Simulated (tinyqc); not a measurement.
# Inputs raised by 5 %, one at a time

Model: dopants and charged point defects at anneal temperature: Fermi-level effect, clustering and pairing. Computed by tinyqc, a small Python program. Command: `OMP_NUM_THREADS=1 python tinyqc.py 3021685 3021686 out.jsonl pairing sens`. One thread of a shared host (Intel(R) Xeon(R) Processor @ 2.30GHz), about 0.05 s of CPU time with the checks.

Boltzmann statistics and full ionisation of active dopants. Energies are counted from the valence band; the defect (a vacancy or self-interstitial) has five charge states, with all degeneracy factors one.

Inputs (values chosen for the exercise, for a model semiconductor):
```
quantity                                         value    unit
gap at 0 K E_g0                                   3.23      eV
Varshni alpha                                 0.000314    eV/K
Varshni beta                                       653       K
electron mass m_e                                0.278     m_0
valleys M_c                                          3       -
hole mass m_h                                     2.09     m_0
anneal temperature T                              1350       K
total dopant density N                         1.4e+20   cm^-3
formation enthalpy of the neutral defect H_f      3.98      eV
formation entropy S_f                              3.5     k_B
site density N_s                               3.6e+22   cm^-3
intrinsic dopant diffusivity D_i               1.2e-15  cm^2/s
anneal time t                                     4000       s
dopant atoms per cluster k                           2       -
cluster binding energy E_b                        1.64      eV
```

Dopant: acceptor. Second part: clustering of the dopant.

defect levels as fractions of E_g(T): (2+/+), (+/0), (0/-), (-/2-): 0.054  0.16  0.47  0.72

Constants: m_0 = 9.1093837015e-31 kg; k_B = 1.380649e-23 J/K; h = 6.62607015e-34 J s; k_B = 8.617333262e-05 eV/K.

Method:
- E_g = E_g0 - alpha T^2/(T + beta).
- N_c = 2 M_c (2 pi m_e k_B T/h^2)^(3/2) and N_v = 2 (2 pi m_h k_B T/h^2)^(3/2), masses in units of m_0.
- n_i = sqrt(N_c N_v) exp(-E_g/2 k_B T); E_i = E_g/2 + (k_B T/2) ln(N_v/N_c).
- p = A/2 + sqrt(A^2/4 + n_i^2) for an active density A.
- k ionised dopants and k carriers form one neutral cluster: C = N_s (A/N_s)^k (p/N_b)^k exp(E_b/k_B T), N_b the effective density of states of the majority band, and N = A + k C (60 bisections in ln A between ln N - 90 and ln N).
- chi = n/n_i (for acceptors n_i/p); E_F = E_i + k_B T ln chi; field enhancement h = 1 + A/sqrt(A^2 + 4 n_i^2).
- C_0 = N_s exp(S_f/k_B) exp(-H_f/k_B T). Ratios to the neutral state at E_F = E_i: r_+ = exp((E(+/0) - E_i)/k_B T), r_2+ = r_+ exp((E(2+/+) - E_i)/k_B T), r_- = exp((E_i - E(0/-))/k_B T), r_2- = r_- exp((E_i - E(-/2-))/k_B T); at other E_F state q scales as chi^(-q). The enhancement is sum r_q chi^(-q)/sum r_q. The charge on the defects is left out of neutrality.
- If every charge state of the defect carries the dopant equally well, D = D_i x enhancement x h x (active share A/N, a rough stand-in that overstates the dA/dN which immobile clusters call for), D_i being an input held fixed when T or H_f is moved; diffusion length 2 sqrt(D t).

Runs:
```
input moved                                           from        to  active density A (cm^-3)  enhancement over intrinsic    D/D_i  diffusion length (nm)
base run                                                 -         -                2.9758e+19                     0.56167  0.23878                 21.412
total dopant density N (cm^-3)                     1.4e+20  1.47e+20                3.0192e+19                     0.56851  0.23353                 21.175
cluster binding energy E_b (eV)                       1.64     1.722                2.5204e+19                     0.49131  0.17690                 18.430
formation enthalpy of the neutral defect H_f (eV)     3.98     4.179                2.9758e+19                     0.56167  0.23878                 21.412
gap at 0 K E_g0 (eV)                                  3.23    3.3915                2.9758e+19                     0.64764  0.27532                 22.992
intrinsic dopant diffusivity D_i (cm^2/s)          1.2e-15  1.26e-15                2.9758e+19                     0.56167  0.23878                 21.940
anneal time t (s)                                     4000      4200                2.9758e+19                     0.56167  0.23878                 21.940
```

Exponents ln(y'/y) / ln(x'/x):
```
input                                         active density A  enhancement over intrinsic   D/D_i  diffusion length
total dopant density N                                   0.296                       0.248  -0.456            -0.228
cluster binding energy E_b                              -3.404                      -2.743  -6.148            -3.074
formation enthalpy of the neutral defect H_f             0.000                       0.000   0.000             0.000
gap at 0 K E_g0                                          0.000                       2.919   2.919             1.459
intrinsic dopant diffusivity D_i                         0.000                       0.000   0.000             0.500
anneal time t                                            0.000                       0.000   0.000             0.500
```

To which inputs is each result most sensitive?

Among the inputs moved here: active density A answers most in size to cluster binding energy E_b (exponent -3.404), next to total dopant density N (+0.296); its exponent is below 0.0005 for formation enthalpy of the neutral defect H_f, gap at 0 K E_g0, intrinsic dopant diffusivity D_i, anneal time t. Enhancement over intrinsic answers most in size to gap at 0 K E_g0 (exponent +2.919), next to cluster binding energy E_b (-2.743); its exponent is below 0.0005 for formation enthalpy of the neutral defect H_f, intrinsic dopant diffusivity D_i, anneal time t. D/D_i answers most in size to cluster binding energy E_b (exponent -6.148), next to gap at 0 K E_g0 (+2.919); its exponent is below 0.0005 for formation enthalpy of the neutral defect H_f, intrinsic dopant diffusivity D_i, anneal time t. Diffusion length answers most in size to cluster binding energy E_b (exponent -3.074), next to gap at 0 K E_g0 (+1.459); its exponent is below 0.0005 for formation enthalpy of the neutral defect H_f. Its exponent +0.500 in intrinsic dopant diffusivity D_i: diffusion, sqrt(D t). Its exponent +0.500 in anneal time t: diffusion, sqrt(D t).
